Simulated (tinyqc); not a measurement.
Ranking of structures: pair-potential crystal by lattice sums. Computed by tinyqc, a small Python program. Command: `OMP_NUM_THREADS=1 python tinyqc.py 3024612 3024613 out.jsonl pairsum walk`. One thread of a shared host (Intel(R) Xeon(R) Processor @ 2.30GHz), about 0.01 s of CPU time with the checks.

Energy per atom E = (1/2) sum over neighbours of phi(r); d is the nearest-neighbour distance.

Inputs (values chosen for the exercise, for model atoms):
```
quantity                value      unit
well depth eps         0.0221        eV
pair minimum r0          3.77  angstrom
cut-off r_c/r0           2.37         -
repulsive exponent n       12         -
attractive exponent m       6         -
```

Potential: Mie n-m. Structure: bcc.

Constants: 1 eV/angstrom^3 = 160.2176634 GPa.

Method:
- phi0(r) = eps [m (r0/r)^n - n (r0/r)^m]/(n - m); shifted-force cut-off: phi(r) = phi0(r) - phi0(r_c) - (r - r_c) phi0'(r_c) for r < r_c, zero beyond.
- Shells (distance in units of d, count): fcc 1.0000 (12), 1.4142 (6), 1.7321 (24), 2.0000 (12), 2.2361 (24), 2.4495 (8), 2.6458 (48), 2.8284 (6), 3.0000 (36), 3.1623 (24); hcp 1.0000 (12), 1.4142 (6), 1.6330 (2), 1.7321 (18), 1.9149 (12), 2.0000 (6), 2.2361 (12), 2.3805 (12), 2.4495 (6), 2.5166 (6), 2.5820 (12), 2.6458 (24), 2.7080 (6), 2.8868 (12), 3.0000 (12), 3.1091 (24), 3.1623 (12); bcc 1.0000 (8), 1.1547 (6), 1.6330 (12), 1.9149 (24), 2.0000 (8), 2.3094 (6), 2.5166 (24), 2.5820 (24), 2.8284 (24), 3.0000 (32); sc 1.0000 (6), 1.4142 (12), 1.7321 (8), 2.0000 (6), 2.2361 (24), 2.4495 (24), 2.8284 (12), 3.0000 (30), 3.1623 (24); diamond 1.0000 (4), 1.6330 (12), 1.9149 (12), 2.3094 (6), 2.5166 (12), 2.8284 (24), 3.0000 (16). Volumes per atom in d^3: fcc 0.70711, hcp 0.70711, bcc 0.76980, sc 1.00000, diamond 1.53960; hcp has the ideal c/a. Every shell inside the cut-off is summed.
- Equilibrium: dE/dd = 0 at the lowest minimum with d between 0.78 r0 and 1.45 r0; B = d^2 E''(d)/(9 Omega).

Each structure at its own equilibrium:
```
structure  neighbours  d (angstrom)  E (eV/atom)  volume (angstrom^3)  B (GPa)
fcc                12        3.6929     -0.15416               35.612   6.0319
hcp                12        3.6933     -0.15421               35.624   6.0157
bcc                 8        3.6204     -0.14691               36.531   5.6295
sc                  6        3.6206     -0.09861               47.460   2.8795
diamond             4        3.6632     -0.05499               75.680   1.0368
```

What does the comparison show, and why?

The order is hcp < fcc < bcc < sc < diamond; hcp lies 0.047 meV below fcc. fcc (-0.154159 eV) and hcp (-0.154206 eV) share two shells and differ from the third on. Pair forces reward the number of bonds: diamond reaches only 36 % of the best binding. Caution: each structure is relaxed in d alone and may be unstable against shear; the tiny fcc-hcp difference depends on the cut-off.

Extremes, crossings and ranges named in words are read from the listed rows.
